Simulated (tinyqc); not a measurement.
# From G(t) - G(o) back to temperature T

Model: competing polymorphs of an oxide film: bulk, surface, grain-boundary, dopant and field terms. Computed by tinyqc, a small Python program. Command: `OMP_NUM_THREADS=1 python tinyqc.py 3029668 3029669 out.jsonl polymorph inv`. One thread of a shared host (Intel(R) Xeon(R) Processor @ 2.30GHz), about 0.01 s of CPU time with the checks.

Phases: monoclinic m (reference), polar orthorhombic o, tetragonal t. Free energies per formula unit (f.u.); 1 J/m^2 x angstrom^3/nm = 6.241509 meV.

Inputs (values chosen for the exercise, for a model oxide):
```
quantity                                 value          unit
energy of the polar phase o over m        55.5      meV/f.u.
energy of the tetragonal phase t over m    129      meV/f.u.
entropy of o over m                      0.006  meV/(f.u. K)
entropy of t over m                      0.052  meV/(f.u. K)
surface energy of m                       2.87         J/m^2
surface energy of o                       2.33         J/m^2
surface energy of t                       2.21         J/m^2
volume per formula unit Omega             35.2    angstrom^3
grain radius R                              23            nm
dopant content x                           5.3             %
shift of o per % of dopant                  -6      meV/f.u.
shift of t per % of dopant                 -11      meV/f.u.
```

Geometry: free particles.

Method. Bulk term b = H - T S + (shift) x, zero for m. The undoped bulk turns from m to t at T = H_t/S_t. Area per volume: A = 3/R for a sphere; G = b + gamma Omega A.

Question. A run gave the result below. Find the temperature T, known to lie between 500 and 1000 K.

G(t) - G(o) = 9.512 meV/f.u.

Answer.

Each step takes the trial c = (a f_b - b f_a)/(f_b - f_a), f being the result less the target and a, b, c the logarithms of the listed values; c replaces end b, the old b replaces a if the sign of f changed, and otherwise f_a is halved.

Scan of the range:
```
temperature T (K)  G(t) - G(o) (meV/f.u.)
500                               20.5612
561                               17.7552
630                               14.5812
707                               11.0392
794                                7.0372
891                                2.5752
1000                              -2.4388
```

False position (Illinois rule, in the logarithm of the input) inside the bracket:
```
step    end a    end b    trial  G(t) - G(o) (meV/f.u.)
1     707.000  794.000  739.014                 9.56654
2     794.000  739.014  740.159                 9.51389
3     794.000  740.159  740.238                 9.51024
4     740.159  740.238  740.200                 9.51200
5     740.238  740.200  740.200                 9.51200
```

G(t) - G(o) falls at every point of a 13-point scan of the range (every second point is shown), so one value fits; it is bracketed by 707 and 794. The scan shows a straight line, so linear interpolation between any two rows gives the answer at once. Answer: temperature T = 740.2 K.

Caution: this is an equilibrium ranking; real films often keep the phase that nucleates first on cooling from t.
